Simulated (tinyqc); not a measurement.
Stress in a transistor channel from embedded alloy regions, liners and fins, by half-space elasticity: one step, computed by the program tinyqc. Command: `OMP_NUM_THREADS=1 python tinyqc.py 3023658 3023659 out.jsonl stressor walk`. One thread of a shared host (Intel(R) Xeon(R) Processor @ 2.30GHz), about 0.01 s of CPU time with the checks.

Plane strain in an isotropic half-space, the same constants everywhere; x along the channel from its centre, y downwards from the free surface; stress is positive in tension.

Task: Mobility change, linear estimate. d mu/mu = -(pi_L s_xx + pi_z s_yy) for the embedded regions alone; the stress across the width is left out.

Inputs (values chosen for the exercise, modelled on silicon): longitudinal piezoresistance coefficient = 72.8 1e-11/Pa; vertical piezoresistance coefficient = -0.95 1e-11/Pa.

Stressor: Si(1-x)Ge(x) source and drain.

s_xx = -1303.218 MPa

s_yy = -11.69467 MPa

Give: mobility change.

Result:

mobility change = 94.863 %

The vertical stress supplies -0.011 of these points. Caution: beyond a few hundred MPa bulk piezoresistance coefficients no longer describe an inversion layer well.
